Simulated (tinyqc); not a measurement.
Quantum against classical capture: non-radiative capture by multiphonon emission, one effective mode. Computed by tinyqc, a small Python program. Command: `OMP_NUM_THREADS=1 python tinyqc.py 3028601 3028602 out.jsonl capture walk`. One thread of a shared host (Intel(R) Xeon(R) Processor @ 2.30GHz), about 0.02 s of CPU time with the checks.

The initial state (free carrier plus empty centre) lies dE above the final state; both have the same frequency and are displaced by dQ.

Inputs (values chosen for the exercise, for a model semiconductor):
```
quantity,value,unit
energy released dE,0.581,eV
phonon energy hbar omega,24.1,meV
Huang-Rhys factor S,17.9,-
electron-phonon coupling W,0.011,eV/(u^(1/2) angstrom)
cell volume V,1530,angstrom^3
degeneracy g,2,-
broadening b,17,meV
temperature T,300,K
```

Centre: neutral.

Constants: hbar^2/u = 4.18015928e-03 eV angstrom^2; k_B = 8.617333262e-05 eV/K; hbar = 6.582119569e-16 eV s.

Method:
- dQ = sqrt(2 S (hbar^2/u)/hbar omega); relaxation energy lambda = S hbar omega; phonons needed P = dE/hbar omega; classical barrier E_b = (dE - lambda)^2/(4 lambda); occupation n = 1/(exp(hbar omega/k_B T) - 1).
- M_p = sum_m w_m <m_i|Q|(m + p)_f>^2 with Q counted from the final minimum and Boltzmann weights w_m for m = 0..24; <m_i|Q|k_f> = sqrt((hbar^2/u)/(2 hbar omega)) [sqrt(k) <m|k-1> + sqrt(k+1) <m|k+1>], with overlaps of oscillators displaced by d = sqrt(2 S) summed on 1500 points from -16 to 16 + d.
- The delta function is a Gaussian of standard deviation b at dE - p hbar omega.
- C_0 = V (2 pi/hbar) g W^2 sum_p M_p Gaussian_p. Here the sum runs over all p.
- Classical (Marcus) form: replace the sum by Q_c^2 exp(-E_b/k_B T)/sqrt(4 pi lambda k_B T), Q_c = dQ (dE + lambda)/(2 lambda).
- For a neutral centre the Sommerfeld factor is 1.
- The last column is -k_B d ln C_0/d(1/T) from this row and the one above.

dQ = 2.49189 u^(1/2) angstrom

lambda = 0.43139 eV

classical barrier E_b = 0.0129715 eV

Against temperature:
```
T (K),"C_0, quantum (cm^3/s)","C_0, classical (cm^3/s)",Sommerfeld factor,activation energy (eV)
22,3.8785e-08,3.1828e-10,1,-
42,3.8835e-08,5.9898e-09,1,5.1620e-06
70,3.9499e-08,1.9458e-08,1,1.5336e-04
110,4.1682e-08,3.3927e-08,1,8.9225e-04
170,4.5011e-08,4.4236e-08,1,2.0636e-03
250,4.7216e-08,4.8427e-08,1,2.1898e-03
390,4.6957e-08,4.8127e-08,1,-3.3024e-04
620,4.3418e-08,4.4047e-08,1,-7.0992e-03
```

What does the comparison show, and why?

At 22.0 K the quantum value is 120 times the classical one: C_0 comes from tunnelling out of the lowest level and hardly depends on T. At 620 K the ratio is 0.99. The largest apparent activation energy is 0.002 eV against the classical barrier of 0.013 eV; a barrier below one phonon energy gives no activated range.

Extremes, crossings and ranges named in words are read from the listed rows.
